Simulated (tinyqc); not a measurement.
# Depletion-mode phase shifter in a rib waveguide and its Mach-Zehnder modulator, step by step

tinyqc, about 0.01 s, one thread, Intel Xeon 2.30GHz (shared host): `OMP_NUM_THREADS=1 python tinyqc.py 2650037 2650038 out.jsonl` Printed values are rounded.

A lateral p-n junction at x0 in a waveguide whose mode intensity is a Gaussian of rms width s about x = 0; p side at smaller x. Reverse bias removes carriers and raises the index. Abrupt junction, doping uniform over the whole mode, lumped electrode (no travelling-wave effects).

Values chosen for this exercise; values close to those of silicon near 1550 nm: wavelength lam = 1530 nm; relative permittivity of the semiconductor eps_r = 11.7; acceptor density Na = 7e17 cm^-3; donor density Nd = 1.1e18 cm^-3; built-in voltage Vb = 0.97 V; rms width of the lateral mode intensity s = 110 nm; junction offset towards the n side x0 = 90 nm; vertical confinement times ng/n G = 0.91; rib height hr = 220 nm; fringe capacitance Cf = 33 pF/m; series resistance Rs = 17.7 ohm mm; length of the phase shifter L = 3 mm; reverse bias V = 1.5 V; passive loss a0 = 1.9 dB/cm.

Constants: q = 1.602176634e-19 C, eps0 = 8.8541878128e-14 F/cm where lengths are in cm. Results are converted to the units shown.

## Index and absorption of the doped regions

Free-carrier changes (empirical, N and P in cm^-3): |dn| = 8.5e-18 P^0.8 for holes, 8.8e-22 N for electrons; absorption 6e-18 P and 8.5e-18 N in 1/cm.

dn_h = 0.00160508
dn_e = 0.000968
a_h = 4.2 1/cm
a_e = 9.35 1/cm

Index change per unit absorption: holes 3.82 um, electrons 1.04 um, a ratio of 3.69.

## Depletion edges and mode overlap

W = sqrt(2 eps0 eps_r (Vb + V)(1/Na + 1/Nd)/q); edges xp = x0 - W Nd/(Na + Nd), xn = x0 + W Na/(Na + Nd); F(x) = [1 + erf(x/(sqrt(2) s))]/2.

W at 0 and at V (nm): [54.1507, 86.4105]

| edge | edge (nm) | F |
|---|---|---|
| xp(0) | 56.9079 | 0.697542 |
| xn(0) | 111.059 | 0.843662 |
| xp(V) | 37.1936 | 0.632365 |
| xn(V) | 123.604 | 0.869424 |

## Index shift, efficiency, loss and bandwidth

dneff = G {dn_h [F(xp(0)) - F(xp(V))] + dn_e [F(xn(V)) - F(xn(0))]}; VpiL = lam V/(2 dneff); loss = a0 + 4.343 G {a_h F(xp) + a_e [1 - F(xn)]} dB/cm at V; C = eps0 eps_r hr/W + Cf; fRC = 1/(2 pi Rs C).

dneff = 1.17893e-4
VpiL = 0.973342 V cm
loss = 17.2217 dB/cm
C = 296.749 pF/m
fRC = 30.3010 GHz

The product VpiL x loss is 16.8 V dB.

## Mach-Zehnder modulator

One arm driven from 0 to V: phase 2 pi dneff L/lam; biased at quadrature the output swings between [1 -+ sin(phase/2)]/2; extinction ratio in dB; insertion loss = loss x L.

phase = 0.462325 pi
extinction ratio = 6.94887 dB
insertion loss = 5.16650 dB
